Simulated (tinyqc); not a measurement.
Microkinetic model of low-temperature epitaxy from hydride gases: adsorption, hydrogen desorption and rate control. From one set of inputs to another, one input at a time. Computed by tinyqc, a small Python program. Command: `OMP_NUM_THREADS=1 python tinyqc.py 3007710 3007711 out.jsonl hepi ladder`. One thread of a shared host (Intel(R) Xeon(R) Processor @ 2.30GHz), about 0.03 s of CPU time with the checks.

Each hydride molecule needs two free sites and leaves four hydrogen atoms, of which two leave at once as H2; theta is the hydrogen coverage, the site density is 6.78 per nm^2 and one layer is 1.358 angstrom thick.

The inputs printed are set A. Inputs not listed in the table keep their values of set A, so the rows need not describe a real material.

Inputs (values chosen for the exercise, close to those used for silane and germane, with second-order desorption as on Si(111) but the site density of Si(001)): silane pressure p_S = 0.041 Pa; sticking prefactor of silane s0 = 0.14; adsorption barrier E_s = 0.29 eV; desorption prefactor nu_d = 1.3e+12 1/s; desorption energy on silicon E_d = 1.98 eV; hydrogen carrier pressure p_H = 0 Pa; sticking of hydrogen s_H = 4.4e-07; temperature T = 530 C; germane pressure p_G = 0.00075 Pa; sticking ratio of germane to silane r_G = 1.9; lowering of E_d per unit germanium fraction, dE = 0.53 eV.

Film: silicon-germanium. Order of hydrogen desorption: second.

Constants: k_B = 8.617333262e-05 eV/K; u = 1.6605390666e-27 kg; k_B = 1.380649e-23 J/K.

Method:
- Flux per site F = p/(sqrt(2 pi M k_B T) x 6.78e18 per m^2), M = 32.12 u (silane), 76.63 u (germane), 2.016 u (hydrogen); s = s0 exp(-E_s/(k_B T)); k_S = s F_S, k_G = r_G s F_G; germanium fraction x = k_G/(k_S + k_G); k = k_S + k_G; k_H = s_H F_H; k_d = nu_d exp(-(E_d - dE x)/(k_B T)).
- Temperatures in kelvin are T(C) + 273.15.
- With k the hydride and k_H the hydrogen adsorption rate on free pairs and k_d the desorption rate, steady state: 2 (k + k_H)(1 - theta)^2 = k_d theta^2; growth rate R = k (1 - theta)^2 layers/s; 1 layer/s = 8.148 nm/min.
- With c = 2 (k + k_H)/k_d the free share is 1 - theta = 1/(1 + sqrt(c)).
- X_i = d ln R/d ln k_i at fixed other constants. With f = 1 - theta and a = 2/f + 2/theta: d ln f/d ln k_d = 1/(a f), so X_d = 2/(a f), X_k = 1 - X_d k/(k + k_H), X_H = -X_d k_H/(k + k_H); they sum to 1.

Each row keeps all changes above it:
```
input moved                                                                         from             to  hydrogen coverage theta  X_d (desorption)  germanium fraction x
set A                                                                                  -              -                  0.46293           0.46293              0.022007
silane pressure p_S (Pa)                                                           0.041          0.016                  0.32594           0.32594              0.054518
sticking ratio of germane to silane r_G                                              1.9            1.7                  0.32991           0.32991              0.049060
lowering of E_d per unit germanium fraction, dE (eV)                                0.53           0.57                  0.32678           0.32678              0.049060
desorption prefactor nu_d (1/s) and desorption energy on silicon E_d (eV)  1.3e+12, 1.98  6.4e+11, 2.07                  0.56997           0.56997              0.049060
germane pressure p_G (Pa)                                                        0.00075         0.0013                  0.54077           0.54077              0.082085
sticking prefactor of silane s0 and adsorption barrier E_s (eV)               0.14, 0.29     0.12, 0.33                  0.44952           0.44952              0.082085
```

Where does the difference come from?

Hydrogen coverage theta goes from 0.463 to 0.450, a factor 0.9710 in all. The largest single move comes from desorption prefactor nu_d with desorption energy on silicon E_d (a factor 1.74), but it runs against the net change; the largest move in the direction of the net change is silane pressure p_S (a factor 0.704). X_d (desorption) goes from 0.463 to 0.450, a factor 0.9710 in all. The largest single move comes from desorption prefactor nu_d with desorption energy on silicon E_d (a factor 1.74), but it runs against the net change; the largest move in the direction of the net change is silane pressure p_S (a factor 0.704). Germanium fraction x goes from 0.0220 to 0.0821, a factor 3.73 in all. The largest single move comes from silane pressure p_S (a factor 2.48), and sticking ratio of germane to silane r_G works against it (a factor 0.900). The single moves hold for this order of the switches; the total does not depend on the order.

Extremes, crossings and ranges named in words are read from the listed rows.
